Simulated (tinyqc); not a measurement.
Inside a calculation. Method: Luttinger-Kohn k.p, four valence bands. Computed by tinyqc, a small Python program that keeps every step. Settings: g1 = 19.73, g2 = 6.24, g3 = 9.27. Command: `OMP_NUM_THREADS=1 python tinyqc.py 29412 29413 out.jsonl` (the two numbers bound the seeds that draw the settings). One thread of a shared host (Intel(R) Xeon(R) Processor @ 2.60GHz), about 0.01 s of CPU time with the checks.

## Bloch Hamiltonian at k

Luttinger parameters chosen for this model; energies are counted downward from the top of the valence band:
```
parameter      value  unit
g1         19.730000
g2          6.240000
g3          9.270000
```

k point k (1/angstrom): [-0.011000, -0.042000, -0.027000]

P = c g1 k^2, Q = c g2 (kx^2 + ky^2 - 2 kz^2), R = c sqrt3 [-g2 (kx^2 - ky^2) + 2i g3 kx ky], S = 2 c sqrt3 g3 (kx - i ky) kz, c = hbar^2/2m = 3.809982 eV angstrom^2; rows [P+Q, -S, R, 0], [-S*, P-Q, 0, R], [R*, 0, P-Q, S], [0, R*, S*, P+Q]. The path ends lie at |k| = 0.07 1/angstrom.

H(k) at k (eV), order 3/2, 1/2, -1/2, -3/2:
```
[[0.206648, -0.036337+0.138741i, 0.067656+0.056524i, 0.000000],
 [-0.036337-0.138741i, 0.186345, 0.000000, 0.067656+0.056524i],
 [0.067656-0.056524i, 0.000000, 0.186345, 0.036337-0.138741i],
 [0.000000, 0.067656-0.056524i, 0.036337+0.138741i, 0.206648]]
```

## Levels at k

Diagonalise the Hermitian matrix.

eigenvalues (eV): [0.027841, 0.027841, 0.365153, 0.365153]

## Bands along a path

The same steps at evenly spaced points between the labelled ones.

Bands along the path (eV):
```
k               band 1    band 2    band 3    band 4
[111]         0.022216  0.022216  0.714459  0.714459
[111]-G 0.20  0.014218  0.014218  0.457254  0.457254
[111]-G 0.40  0.007998  0.007998  0.257205  0.257205
[111]-G 0.60  0.003555  0.003555  0.114313  0.114313
[111]-G 0.80  0.000889  0.000889  0.028578  0.028578
G             0.000000  0.000000  0.000000  0.000000
G-[100] 0.20  0.005414  0.005414  0.024053  0.024053
G-[100] 0.40  0.021656  0.021656  0.096212  0.096212
G-[100] 0.60  0.048726  0.048726  0.216477  0.216477
G-[100] 0.80  0.086624  0.086624  0.384848  0.384848
[100]         0.135350  0.135350  0.601326  0.601326
```

## Hole masses

E = c [g1 k^2 -/+ 2 sqrt(g2^2 k^4 + 3 (g3^2 - g2^2)(kx^2 ky^2 + ky^2 kz^2 + kz^2 kx^2))] with c = hbar^2/2m, and m* = hbar^2 k^2 / (2 E).

Masses (electron masses):
```
direction     heavy     light
[100]      0.137931  0.031046
[110]      0.399367  0.027059
[111]      0.840336  0.026130
```
